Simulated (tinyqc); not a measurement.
# Probe couplings from its potential

Problem. One voltage probe p sits between leads L (mu = 1) and R (mu = 0) without magnetic field: mu_p = T_pL/(T_pL + T_pR), T_eff = T_RL + T_pL T_pR/(T_pL + T_pR). Find T_pL and T_pR.

T_RL = 0.24
mu_p = 0.56
T_eff = 0.3016

Solution. T_eff - T_RL equals T_pL (1 - mu_p) and also T_pR mu_p.

T_pL = 0.1400
T_pR = 0.1100

tinyqc, about 0.01 s, one thread, Intel Xeon 2.30GHz (shared host): `OMP_NUM_THREADS=1 python tinyqc.py 2700043 2700044 out.jsonl`
